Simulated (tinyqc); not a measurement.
Polycrystalline film, grain-boundary barriers (Seto model): two steps of the calculation.

One-dimensional grains of size Lg with donors N; each boundary has Qt acceptor-like traps per area at one level Et below the band edge. Trapped electrons qt deplete a width w = qt/N (both sides together) and raise a barrier Vb = q N w^2/(8 eps0 eps_r). Current crosses the barriers by thermionic emission at small bias. Abrupt depletion, full ionisation, Boltzmann statistics.

Parameters, values chosen for the exercise; values close to those of polycrystalline silicon: temperature T = 300 K; relative permittivity of the semiconductor eps_r = 11.7; grain size Lg = 30 nm; trap density at a boundary Qt = 3.8e12 cm^-2; donor density N = 8.9e18 cm^-3; conduction-band density of states at T Nc = 2.8e19 cm^-3; trap level below the band edge Et = 0.57 eV.

Constants: q = 1.602176634e-19 C, kB = 1.380649e-23 J/K, Vt = kB T/q, eps0 = 8.8541878128e-14 F/cm where lengths are in cm. Results are converted to the units shown.

Task 1. Critical doping and limits of the barrier. N* = Qt/Lg; fully depleted grains have Vb = q N Lg^2/(8 eps0 eps_r), filled traps Vb = q Qt^2/(8 eps0 eps_r N); the true barrier cannot exceed the smaller.

Find: N*; Vb, fully depleted; Vb, traps filled.

Result 1.

N* = 1.267e18 cm^-3
Vb, fully depleted = 1.549 V
Vb, traps filled = 0.03137 V

Task 2. Trapped charge. w = qt/N, Vb = q N w^2/(8 eps0 eps_r), out = Qt/(1 + 2 (Nc/N) exp((Vb - Et)/Vt)); qt(new) = out.

qt at the start = 3.5e12 cm^-2

Find: w; Vb; out; qt after iteration 1.

Result 2.

w = 3.9326 nm
Vb = 0.026609 V
out = 3.8000e12 cm^-2
qt after iteration 1 = 3.8000e12 cm^-2

tinyqc, about 0.01 s, one thread, Intel Xeon 2.30GHz (shared host): `OMP_NUM_THREADS=1 python tinyqc.py 2610058 2610059 out.jsonl`
